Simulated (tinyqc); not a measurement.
## Abrupt p-n junction, non-linear Poisson equation by Newton steps: capacitance and field against bias

One dimension, p side on the left, n side on the right; net doping C = -Na for x < 0 and +Nd for x > 0. The potential psi is counted from the intrinsic level, and the quasi-Fermi potentials are flat: 0 for holes and -V for electrons, so n = ni exp((psi + V)/Vt) and p = ni exp(-psi/Vt) (Boltzmann statistics, full ionisation, no current). Under reverse bias this makes the minority densities vanishingly small everywhere; they play no part in the charge.

The Poisson equation d/dx(eps0 eps_r dpsi/dx) = -q (p - n + C) is solved on a mesh of more than 1000 nodes that ends in neutral material (psi_p = -Vt ln(Na/ni), psi_n = Vt ln(Nd/ni) - V). C_j = q d/dV of the integral of p over x, from the linearised equation. ni = sqrt(Nc Nv) exp(-Eg/(2 Vt)), Eg in volts. Depletion approximation: Vbi = Vt ln(Na Nd/ni^2), W = sqrt(2 eps0 eps_r (Vbi - V)(1/Na + 1/Nd)/q), xp = W Nd/(Na + Nd), xn = W Na/(Na + Nd), peak field 2 (Vbi - V)/W, capacitance eps0 eps_r/W. The last column applies it to an abrupt Na-Nd junction.

Inputs (values chosen for the exercise); band and dielectric values those of a made-up semiconductor: temperature T = 300 K; band gap Eg = 2.63 eV; relative permittivity eps_r = 7.61; conduction-band density of states at T Nc = 1.89e18 cm^-3; valence-band density of states at T Nv = 5.96e19 cm^-3; acceptor density of the p side Na = 9.2e17 cm^-3; donor density of the n side Nd = 9.1e17 cm^-3.

Constants: q = 1.602176634e-19 C, kB = 1.380649e-23 J/K, Vt = kB T/q, eps0 = 8.8541878128e-14 F/cm where lengths are in cm. Results are converted to the units shown.

Results:

| V (V) | peak \|E\| (kV/cm) | C_j (nF/cm^2) | 1/C_j^2 (cm^4/uF^2) | eps0 eps_r/C_j (nm) | abrupt depletion C (nF/cm^2) |
|---|---|---|---|---|---|
| 0.38 | 671.3 | 109.2 | 83.89 | 61.71 | 107.8 |
| -0.25 | 766.7 | 95.61 | 109.4 | 70.48 | 94.70 |
| -1.5 | 927.2 | 79.05 | 160.0 | 85.24 | 78.54 |
| -2.12 | 997.3 | 73.50 | 185.1 | 91.68 | 73.08 |
| -2.75 | 1064 | 68.90 | 210.6 | 97.79 | 68.56 |
| -3.37 | 1125 | 65.13 | 235.7 | 103.5 | 64.84 |
| -4 | 1185 | 61.87 | 261.3 | 108.9 | 61.62 |

Estimate the missing row, V = -0.87 V.

Computed row:

| V (V) | peak \|E\| (kV/cm) | C_j (nF/cm^2) | 1/C_j^2 (cm^4/uF^2) | eps0 eps_r/C_j (nm) | abrupt depletion C (nF/cm^2) |
|---|---|---|---|---|---|
| -0.87 | 850.1 | 86.22 | 134.5 | 78.15 | 85.56 |

With this row back in the table: With V going from 0.38 to -4 V, C_j falls from 109 to 61.9 nF/cm^2 and the peak field rises from 671 to 1180 kV/cm. The slope of 1/C_j^2, read as N = 2/(q eps0 eps_r |slope|), gives 4.57e17 cm^-3 between the first two rows and 4.57e17 cm^-3 between the last two, against Na Nd/(Na + Nd) = 4.57e17 cm^-3; the slopes of all rows agree within 0.01 %, as for uniform doping at both edges. At the end C_j goes as (Vbi - V)^(-0.50) with Vbi = 2.50 V, and it is 0.40 % above the abrupt depletion formula (at the first row 1.2 % above it).

Program tinyqc, `OMP_NUM_THREADS=1 python tinyqc.py 2000117 2000118 out.jsonl`; Intel Xeon 2.30GHz, shared host, one thread, about 0.01 s.
